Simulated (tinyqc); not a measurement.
# Changing the growth rate

Model: equilibrium and kinetic segregation of a solute to boundaries and growing surfaces. Computed by tinyqc, a small Python program. Command: `OMP_NUM_THREADS=1 python tinyqc.py 3019995 3019996 out.jsonl segreg sweep`. One thread of a shared host (Intel(R) Xeon(R) Processor @ 2.30GHz), about 0.01 s of CPU time with the checks.

Inputs (values chosen for the exercise): exchange barrier E_b = 1.49 eV; surface segregation energy E_s = 0.47 eV; growth temperature T_g = 810 K.

Constants: k_B = 8.617333262e-05 eV/K.

Method. Two-state exchange during growth, dilute: jump up r_u = nu exp(-E_b/(k_B T_g)), jump back r_d = r_u exp(-E_s/(k_B T_g)), nu = 1e13 1/s. In the time 1/R of one monolayer the share carried up is p = [r_u/(r_u + r_d)] [1 - exp(-(r_u + r_d)/R)]; the tail decays as p^n, length -1/ln p monolayers; the equilibrium limit has p = r_u/(r_u + r_d).

One run for each value:
```
growth rate (monolayers/s),decay length (monolayers),share carried up p,r_u (1/s)
180,8.406e+02,0.9988,5362
420,8.386e+02,0.9988,5362
980,1.859e+02,0.9946,5362
2300,9.697e+00,0.9020,5362
5400,2.158e+00,0.6292,5362
13000,9.216e-01,0.3379,5362
29000,5.621e-01,0.1688,5362
69000,3.856e-01,0.0748,5362
160000,2.930e-01,0.0330,5362
```

Describe and explain the trends.

Over the rows, decay length (monolayers) falls from 841 to 0.293 (exponent d ln y / d ln x -0.0028 between the first rows and -0.33 between the last); share carried up p falls from 0.999 to 0.0330; r_u (1/s) does not change. The length keeps its equilibrium value only while exp(-r_u/R) is small against r_d/r_u; most solute is buried before it can jump once R is well above r_u.
